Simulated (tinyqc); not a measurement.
Worked calculation: valley splitting in a one-orbital chain of atomic planes (second-neighbour model). Values are carried at full precision from step to step, so a last printed digit may differ when a step is redone from the rounded ones.

Each (001) plane carries one orbital with energy e0, hopping v to the next plane and u to the second: E(phi) = e0 + 2 v cos(phi) + 2 u cos(2 phi), where phi = pi - k a/4 (the sign of every second orbital is chosen so that v > 0, which shifts the phase by pi). The minimum lies at cos(phi0) = -v/(4u), phi0 = pi - (pi/2) k0 for a valley at k0 (2 pi/a), and e0 puts it at zero. A slab of N planes has hard walls: the matrix simply ends.

Constants: hbar^2/2m0 = 3.80998211 eV angstrom^2.

Values chosen for the exercise (near those of the Delta valleys of silicon; abrupt walls in this chain split the valleys several times more than measured wells; not measured data): a = 5.42 angstrom (lattice constant; planes lie a/4 apart); k0 = 0.857 2 pi/a (position of the valley); ml = 0.882 m0 (longitudinal mass); N = 10 (planes in the small slab).

## Hoppings from the valley position and mass

The curvature at the minimum is d2E/dphi2 = 8 u sin^2(phi0) = (2c/ml)/(a/4)^2 with c = hbar^2/2m0; v = -4 u cos(phi0); e0 = 2u + v^2/(4u).

phi0 = 1.79542 rad
u = 0.61889 eV
v = 0.55141 eV
e0 = 1.36061 eV

## The bulk band

E at phi = j pi/10.

Band:
```
phi/pi  E (eV)
0.0     3.7012
0.1     3.4108
0.2     2.6353
0.3     1.6263
0.4     0.7000
0.5     0.1228
0.6     0.0184
0.7     0.3299
0.8     0.8509
0.9     1.3132
1.0     1.4956
```

## Hamiltonian of the slab

e0 on the diagonal, v and u on the first and second off-diagonals.

H (eV):
```
         1       2       3       4       5       6       7       8       9      10
1   1.3606  0.5514  0.6189       0       0       0       0       0       0       0
2   0.5514  1.3606  0.5514  0.6189       0       0       0       0       0       0
3   0.6189  0.5514  1.3606  0.5514  0.6189       0       0       0       0       0
4        0  0.6189  0.5514  1.3606  0.5514  0.6189       0       0       0       0
5        0       0  0.6189  0.5514  1.3606  0.5514  0.6189       0       0       0
6        0       0       0  0.6189  0.5514  1.3606  0.5514  0.6189       0       0
7        0       0       0       0  0.6189  0.5514  1.3606  0.5514  0.6189       0
8        0       0       0       0       0  0.6189  0.5514  1.3606  0.5514  0.6189
9        0       0       0       0       0       0  0.6189  0.5514  1.3606  0.5514
10       0       0       0       0       0       0       0  0.6189  0.5514  1.3606
```

## Levels and the valley doublet

Diagonalise H. The two lowest levels are the doublet made from the valleys at +k0 and -k0; give their splitting, the weights of the lowest state, and its parity under reversal of the planes.

levels (eV): 0.1484  0.1661  0.5761  0.5795  1.0475  1.2281  1.4065  2.0814  2.8891  3.4833

splitting = 17.73 meV

weights on the planes: 0.057  0.001  0.194  0.058  0.191  0.191  0.058  0.194  0.001  0.057

parity of the lowest state: odd

The mean of the doublet lies 0.1572 eV above the bulk minimum, and level 3 lies 0.4189 eV above that mean; the weights oscillate from plane to plane because the two valleys interfere.

## Checks

- Mean of the doublet for 400 planes against the effective-mass level with W = 402 a/4 (meV): both 0.1437.

Program tinyqc; command `OMP_NUM_THREADS=1 python tinyqc.py 1480673 1480674 out.jsonl`; about 0.02 s on one thread of a shared Intel(R) Xeon(R) Processor @ 2.30GHz.
